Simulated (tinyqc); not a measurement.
Polytypes by hexagonality, and a cubic inclusion as a quantum well: one step. The polarisation field. Three cases, with inputs chosen for the exercise.

Problem. Give |F|, the drop |F| L, the bound charge |P|/e per cm^2 (e = 1.602176634e-19 C), and, as a first estimate, the shift -|F| L/2 of the transition for an electron centred in the layer and a hole in the host on the high side.

Gap: E3 + (E2 - E3) h. Valence top Ev2 h and polarisation P2 h, both counted from 3C; Ec = Ev + gap.

A cubic inclusion of width L = N d in the host (h = 1) is a well of depth V = Ec(host) - Ec(3C). Square well with mass mismatch: k tan(k L/2) = (m_w/m_b) q, k = sqrt(m_w E/c), q = sqrt(m_b (V - E)/c), c = hbar^2/2m0, lowest root. The depth of the level, V - E, is its binding, and the transition to the valence top of the host is gap(host) - (V - E). The step in polarisation gives a field |F| = |P|/(eps eps0) in a thin inclusion, eps0 = 8.8541878e-12 F/m.

Case 1.

Values chosen (of the order of those of InAs; shifted at random, so the results belong to these values and not to a real crystal):
- E3 = 0.415 eV (gap of the cubic polytype)
- E2 = 0.457 eV (gap of 2H)
- Ev2 = 0.042 eV (valence top of 2H above that of 3C)
- P2 = 0.0024 C/m^2 (spontaneous polarisation of 2H)
- eps = 15.2 (dielectric constant)

L = 31.43700 angstrom

Case 2.

Values chosen (of the order of those of InAs; shifted at random, so the results belong to these values and not to a real crystal):
- E3 = 0.416 eV (gap of the cubic polytype)
- E2 = 0.462 eV (gap of 2H)
- Ev2 = 0.038 eV (valence top of 2H above that of 3C)
- P2 = 0.0017 C/m^2 (spontaneous polarisation of 2H)
- eps = 14.6 (dielectric constant)

L = 20.95200 angstrom

Case 3.

Values chosen (of the order of those of GaAs; shifted at random, so the results belong to these values and not to a real crystal):
- E3 = 1.509 eV (gap of the cubic polytype)
- E2 = 1.532 eV (gap of 2H)
- Ev2 = 0.104 eV (valence top of 2H above that of 3C)
- P2 = 0.0023 C/m^2 (spontaneous polarisation of 2H)
- eps = 13.1 (dielectric constant)

L = 48.96000 angstrom

Give: |F|; drop; bound charge; estimated shift.

Solution.

Case 1.

|F| = 0.178 MV/cm
drop = 56.1 meV
bound charge = 1.50e+12 cm^-2
estimated shift = -28.0 meV

The drop is 67 % of the well depth. The host edge on the low side sinks by 28 meV against the centre, more than the 9 meV by which the flat well binds, so the level may not survive the field and the estimate must be checked.

Case 2.

|F| = 0.132 MV/cm
drop = 27.6 meV
bound charge = 1.06e+12 cm^-2
estimated shift = -13.8 meV

The drop is 33 % of the well depth. The host edge on the low side sinks by 14 meV against the centre, more than the 5 meV by which the flat well binds, so the level may not survive the field and the estimate must be checked.

Case 3.

|F| = 0.198 MV/cm
drop = 97.1 meV
bound charge = 1.44e+12 cm^-2
estimated shift = -48.5 meV

The drop is 76 % of the well depth. The host edge on the low side sinks by 49 meV against the centre, less than the 66 meV by which the flat well binds.

Computed by tinyqc, one run a case: `OMP_NUM_THREADS=1 python tinyqc.py N N+1 out.jsonl` with N = 1880928, 1880982, 1881293; one thread of a shared Intel(R) Xeon(R) Processor @ 2.30GHz, about 0.08 s a run at most.
